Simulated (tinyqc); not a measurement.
Worked calculation: plane-wave Kohn-Sham cycle with exchange-only LDA in a layered model solid. Computed by tinyqc, a small Python program that keeps every step. Settings: points = 16, plane-wave index or count = 3, electrons = 4, k points = 2, area = 31.0, mixing = 1.0, iteration cap = 56. Command: `OMP_NUM_THREADS=1 python tinyqc.py 30638 30639 out.jsonl` (the two numbers bound the seeds that draw the settings). One thread of a shared host (Intel(R) Xeon(R) Processor @ 2.60GHz), about 0.01 s of CPU time with the checks. Later iterations appear only in the table of the cycle.

## Iteration 1: potential

A solid whose potential varies along x alone (atomic units):

| parameter | value |
|---|---|
| period a | 8.300000 |
| cross-section of the cell | 31.000000 |
| electrons per cell | 4 |
| grid points | 16 |
| plane waves -n..n, n | 3 |
| k points | 2 |
| V1 in V1 cos(2 pi x/a) | -0.240000 |

density at the start, on the grid x_j = j a/N (e/bohr^3): 0.01554606  0.01554606  0.01554606  0.01554606  0.01554606  0.01554606  0.01554606  0.01554606  0.01554606  0.01554606  0.01554606  0.01554606  0.01554606  0.01554606  0.01554606  0.01554606

V_H(G) = 4 pi rho(G)/G^2 for G != 0 (uniform background); v_x = -(3 rho/pi)^(1/3); V = V_ext + V_H + v_x; Fourier components f(G_m) = (1/N) sum_j f(x_j) exp(-i G_m x_j).

Potentials on the grid (hartree):

| x | V_ext | V_H | v_x | V |
|---|---|---|---|---|
| 0.000000 | -0.240000 | 0.000000 | -0.245771 | -0.485771 |
| 0.518750 | -0.221731 | 0.000000 | -0.245771 | -0.467502 |
| 1.037500 | -0.169706 | 0.000000 | -0.245771 | -0.415477 |
| 1.556250 | -0.091844 | 0.000000 | -0.245771 | -0.337615 |
| 2.075000 | 0 | 0.000000 | -0.245771 | -0.245771 |
| 2.593750 | 0.091844 | 0.000000 | -0.245771 | -0.153927 |
| 3.112500 | 0.169706 | 0.000000 | -0.245771 | -0.076065 |
| 3.631250 | 0.221731 | 0.000000 | -0.245771 | -0.024040 |
| 4.150000 | 0.240000 | 0.000000 | -0.245771 | -0.005771 |
| 4.668750 | 0.221731 | 0.000000 | -0.245771 | -0.024040 |
| 5.187500 | 0.169706 | 0.000000 | -0.245771 | -0.076065 |
| 5.706250 | 0.091844 | 0.000000 | -0.245771 | -0.153927 |
| 6.225000 | 0 | 0.000000 | -0.245771 | -0.245771 |
| 6.743750 | -0.091844 | 0.000000 | -0.245771 | -0.337615 |
| 7.262500 | -0.169706 | 0.000000 | -0.245771 | -0.415477 |
| 7.781250 | -0.221731 | 0.000000 | -0.245771 | -0.467502 |

V(G_m), m = 0, 1, 2, ... (hartree): -0.245771  -0.120000  0.000000  0.000000  0.000000  0.000000  0.000000

## Iteration 1: Hamiltonian at one k

k = 0.250000 2 pi / a

H(m,m') = (k + G_m)^2/2 delta + V(G_m - G_m'), with V(-G) = V(G).

H (hartree), lower triangle:
```
           -3         -2         -1         +0         +1         +2        +3
-3   1.921129
-2  -0.120000   0.631734
-1   0.000000  -0.120000  -0.084597
+0   0.000000   0.000000  -0.120000  -0.227863
+1   0.000000   0.000000   0.000000  -0.120000   0.201936
+2   0.000000   0.000000   0.000000   0.000000  -0.120000   1.204799
+3   0.000000   0.000000   0.000000   0.000000   0.000000  -0.120000  2.780726
```

## Iteration 1: levels at that k

Diagonalise the Hermitian matrix.

eigenvalues (hartree): -0.321008  -0.046569  0.222458  0.640819  1.210059  1.932263  2.789843

## Iteration 1: new density

Motion across x is left out: the lowest 2 band(s) hold two electrons at each of the k points (j + 1/2)/nk - 1/2. Residual R = rho(out) - rho(in); rho(new) = rho(in) + 1 R. rho(out) = 2/(a A nk) sum |psi|^2 with psi = sum c exp(i G x). Harris energy E = band energy - dV sum rho (V_H/2 + v_x) + (3/4) dV sum rho v_x with rho(in), dV = a A/N, band energy = (2/nk) sum of the filled levels.

rho(out) (e/bohr^3): 0.02103948  0.02121820  0.02110323  0.01962702  0.01666791  0.01314304  0.01011856  0.00819596  0.00754957  0.00819596  0.01011856  0.01314304  0.01666791  0.01962702  0.02110323  0.02121820

density after iteration 1 (e/bohr^3): 0.02103948  0.02121820  0.02110323  0.01962702  0.01666791  0.01314304  0.01011856  0.00819596  0.00754957  0.00819596  0.01011856  0.01314304  0.01666791  0.01962702  0.02110323  0.02121820

energy per cell = -0.48938363 hartree

## Iteration 2: potential

As before.

Potentials on the grid (hartree):

| x | V_ext | V_H | v_x | V |
|---|---|---|---|---|
| 0.000000 | -0.240000 | 0.151282 | -0.271854 | -0.360572 |
| 0.518750 | -0.221731 | 0.141932 | -0.272621 | -0.352420 |
| 1.037500 | -0.169706 | 0.113477 | -0.272128 | -0.328357 |
| 1.556250 | -0.091844 | 0.066629 | -0.265629 | -0.290843 |
| 2.075000 | 0 | 0.006416 | -0.251546 | -0.245130 |
| 2.593750 | 0.091844 | -0.057430 | -0.232393 | -0.197979 |
| 3.112500 | 0.169706 | -0.113299 | -0.212992 | -0.156586 |
| 3.631250 | 0.221731 | -0.151131 | -0.198544 | -0.127944 |
| 4.150000 | 0.240000 | -0.164470 | -0.193181 | -0.117651 |
| 4.668750 | 0.221731 | -0.151131 | -0.198544 | -0.127944 |
| 5.187500 | 0.169706 | -0.113299 | -0.212992 | -0.156586 |
| 5.706250 | 0.091844 | -0.057430 | -0.232393 | -0.197979 |
| 6.225000 | 0 | 0.006416 | -0.251546 | -0.245130 |
| 6.743750 | -0.091844 | 0.066629 | -0.265629 | -0.290843 |
| 7.262500 | -0.169706 | 0.113477 | -0.272128 | -0.328357 |
| 7.781250 | -0.221731 | 0.141932 | -0.272621 | -0.352420 |

V(G_m), m = 0, 1, 2, ... (hartree): -0.242296  -0.060731  0.001500  -0.000013  0.000088  0.000013  0.000005

## Iteration 2: Hamiltonian at one k

k = 0.250000 2 pi / a

As before.

H (hartree), lower triangle:
```
           -3         -2         -1         +0         +1         +2        +3
-3   1.924604
-2  -0.060731   0.635209
-1   0.001500  -0.060731  -0.081122
+0  -0.000013   0.001500  -0.060731  -0.224388
+1   0.000088  -0.000013   0.001500  -0.060731   0.205410
+2   0.000013   0.000088  -0.000013   0.001500  -0.060731   1.208273
+3   0.000005   0.000013   0.000088  -0.000013   0.001500  -0.060731  2.784201
```

## Iteration 2: levels at that k

As before.

eigenvalues (hartree): -0.254080  -0.065380  0.210505  0.637516  1.209616  1.927468  2.786543

## Iteration 2: new density

As before.

rho(out) (e/bohr^3): 0.01852443  0.01846549  0.01815974  0.01737564  0.01606170  0.01445320  0.01294297  0.01188989  0.01151518  0.01188989  0.01294297  0.01445320  0.01606170  0.01737564  0.01815974  0.01846549

density after iteration 2 (e/bohr^3): 0.01852443  0.01846549  0.01815974  0.01737564  0.01606170  0.01445320  0.01294297  0.01188989  0.01151518  0.01188989  0.01294297  0.01445320  0.01606170  0.01737564  0.01815974  0.01846549

energy per cell = -0.46157583 hartree

## Convergence

Stop when sqrt(dV sum R^2) is below 1e-8, dV = a A/N.

Course of the cycle:

| iteration | E (hartree) | norm of the residual |
|---|---|---|
| 1 | -0.48938363 | 8.36e-02 |
| 2 | -0.46157583 | 4.25e-02 |
| 3 | -0.45468059 | 2.08e-02 |
| 4 | -0.45298080 | 1.05e-02 |
| 5 | -0.45255410 | 5.23e-03 |
| 6 | -0.45244767 | 2.62e-03 |
| 7 | -0.45242101 | 1.31e-03 |
| 8 | -0.45241435 | 6.55e-04 |
| 9 | -0.45241268 | 3.28e-04 |
| 10 | -0.45241226 | 1.64e-04 |
| 11 | -0.45241216 | 8.20e-05 |
| ... | ... | ... |
| 15 | -0.45241213 | 5.13e-06 |
| 16 | -0.45241213 | 2.56e-06 |
| 17 | -0.45241213 | 1.28e-06 |
| 18 | -0.45241213 | 6.42e-07 |
| 19 | -0.45241213 | 3.21e-07 |
| 20 | -0.45241213 | 1.60e-07 |
| 21 | -0.45241213 | 8.03e-08 |
| 22 | -0.45241213 | 4.01e-08 |
| 23 | -0.45241213 | 2.01e-08 |
| 24 | -0.45241213 | 1.00e-08 |
| 25 | -0.45241213 | 5.02e-09 |

Converged in 25 iterations. Before convergence this energy mixes input and output and is not variational, so it may rise towards its limit.
